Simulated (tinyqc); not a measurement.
Valley splitting in a one-orbital chain of atomic planes (second-neighbour model), step by step. Values are carried at full precision from step to step, so a last printed digit may differ when a step is redone from the rounded ones.

Each (001) plane carries one orbital with energy e0, hopping v to the next plane and u to the second: E(phi) = e0 + 2 v cos(phi) + 2 u cos(2 phi), where phi = pi - k a/4 (the sign of every second orbital is chosen so that v > 0, which shifts the phase by pi). The minimum lies at cos(phi0) = -v/(4u), phi0 = pi - (pi/2) k0 for a valley at k0 (2 pi/a), and e0 puts it at zero. A slab of N planes has hard walls: the matrix simply ends.

Constants: hbar^2/2m0 = 3.80998211 eV angstrom^2.

Values chosen for the exercise (near those of the Delta valleys of silicon; abrupt walls in this chain split the valleys several times more than measured wells; the results hold for these values, not for the real material):
```
symbol  value  unit      meaning
a       5.432  angstrom  lattice constant; planes lie a/4 apart
k0      0.838  2 pi/a    position of the valley
ml      0.907  m0        longitudinal mass
N       9                planes in the small slab
```

## Hoppings from the valley position and mass

The curvature at the minimum is d2E/dphi2 = 8 u sin^2(phi0) = (2c/ml)/(a/4)^2 with c = hbar^2/2m0; v = -4 u cos(phi0); e0 = 2u + v^2/(4u).

phi0 = 1.82527 rad
u = 0.60798 eV
v = 0.61219 eV
e0 = 1.37006 eV

## The bulk band

E at phi = j pi/10.

Band:
```
phi/pi  E (eV)
0.0     3.8104
0.1     3.5182
0.2     2.7364
0.3     1.7140
0.4     0.7647
0.5     0.1541
0.6     0.0080
0.7     0.2746
0.8     0.7553
0.9     1.1893
1.0     1.3616
```

## Hamiltonian of the slab

e0 on the diagonal, v and u on the first and second off-diagonals.

H (eV):
```
[[1.3701, 0.6122, 0.6080, 0, 0, 0, 0, 0, 0],
 [0.6122, 1.3701, 0.6122, 0.6080, 0, 0, 0, 0, 0],
 [0.6080, 0.6122, 1.3701, 0.6122, 0.6080, 0, 0, 0, 0],
 [0, 0.6080, 0.6122, 1.3701, 0.6122, 0.6080, 0, 0, 0],
 [0, 0, 0.6080, 0.6122, 1.3701, 0.6122, 0.6080, 0, 0],
 [0, 0, 0, 0.6080, 0.6122, 1.3701, 0.6122, 0.6080, 0],
 [0, 0, 0, 0, 0.6080, 0.6122, 1.3701, 0.6122, 0.6080],
 [0, 0, 0, 0, 0, 0.6080, 0.6122, 1.3701, 0.6122],
 [0, 0, 0, 0, 0, 0, 0.6080, 0.6122, 1.3701]]
```

## Levels and the valley doublet

Diagonalise H. The two lowest levels are the doublet made from the valleys at +k0 and -k0; give their splitting, the weights of the lowest state, and its parity under reversal of the planes.

levels (eV): [0.1517, 0.2167, 0.5530, 0.7578, 1.1182, 1.2143, 1.9264, 2.8446, 3.5479]

splitting = 65.01 meV

weights on the planes: [0.072, 0.071, 0.072, 0.285, 0.000, 0.285, 0.072, 0.071, 0.072]

parity of the lowest state: odd

The mean of the doublet lies 0.1842 eV above the bulk minimum, and level 3 lies 0.3688 eV above that mean; the weights oscillate from plane to plane because the two valleys interfere.

## Checks

- Mean of the doublet for 400 planes against the effective-mass level with W = 402 a/4 (meV): both 0.1391.

Program tinyqc; command `OMP_NUM_THREADS=1 python tinyqc.py 1450143 1450144 out.jsonl`; about 0.01 s on one thread of a shared Intel(R) Xeon(R) Processor @ 2.30GHz.
